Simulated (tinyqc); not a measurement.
Mesh against width: smearing for a one-band metal on the bcc lattice.

Lattice vectors (units of a): a1 = (-1/2, 1/2, 1/2), a2 = (1/2, -1/2, 1/2), a3 = (1/2, 1/2, -1/2). E(k) = -t A_1(k) - t2 A_2(k), A_m the sum of cos(k . R) over the 8 nearest and 6 second lattice vectors. Mesh k = sum (j_i/N) b_i, j_i = 0 .. N-1.

With x = (E_k - mu)/sigma: Gaussian f = erfc(x)/2, s = exp(-x^2)/(2 sqrt(pi)); Methfessel-Paxton (first order) f = erfc(x)/2 - x exp(-x^2)/(2 sqrt(pi)), s = (1 - 2 x^2) exp(-x^2)/(4 sqrt(pi)). With weights w = points/N^d (d the dimension), mu solves 2 sum w f = ne; E = 2 sum w f E_k, S = 2 sum w s, F = E - sigma S.

Values chosen for the exercise:
- t = 0.5 eV (nearest hopping)
- t2 = -0.08 eV (second hopping)
- ne = 1.26 (electrons per cell)

Gaussian smearing, (E + F)/2. The reference is F of first-order Methfessel-Paxton smearing with sigma = 0.05 t on the mesh N = 40; it moves by 0.04 meV on the mesh N = 50; in three dimensions such meshes can agree by chance and the reference may be off by about 1 meV, so smaller errors are not resolved.

Errors (meV per cell):
```
N   sigma = 0.05 t  sigma = 0.15 t  sigma = 0.4 t
4           103.00           99.04          91.29
6            32.08           30.73          30.30
8            14.80           14.41          13.69
12            4.64            4.63           3.61
16            1.65            1.61           1.20
24            0.40            0.34           0.21
```

reference = -1.06159 eV

First N from which the value stays within 2 meV of its last entry (which need not be the best one): 16 for sigma = 0.05 t, 16 for sigma = 0.15 t, 16 for sigma = 0.4 t. At the last mesh the errors are +0.40, +0.34 and +0.21 meV. By this 2 meV bar the wider smearing does not converge sooner. The smallest error belongs to 0.05 t on 0, 0.15 t on 0, 0.4 t on 6 of the 6 meshes.

tinyqc: `OMP_NUM_THREADS=1 python tinyqc.py 1652465 1652466 out.jsonl`; about 0.3 s, one thread, shared Intel(R) Xeon(R) Processor @ 2.30GHz.
